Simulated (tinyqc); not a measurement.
## Gain factor and gap resistance from two string resistances

Inverse problem. At small bit-line voltage each of the 64 cells has the resistance 1/(K x) at overdrive x (no mobility reduction) in series with a gap resistance Rg. Find K, Rg and the share of the gaps at the higher overdrive.

resistance of a string of 64 equal cells at overdrives of 3.9 and 8.6 V (kohm): [1926.0171, 1328.1240]

Solution. The resistance per cell is a straight line in 1/x with slope 1/K and intercept Rg.

K = 15.0 uA/V^2
Rg = 13.0 kohm
share of the gaps = 62.6 %

tinyqc, about 0.8 s, one thread, Intel Xeon 2.30GHz (shared host): `OMP_NUM_THREADS=1 python tinyqc.py 2142166 2142167 out.jsonl`
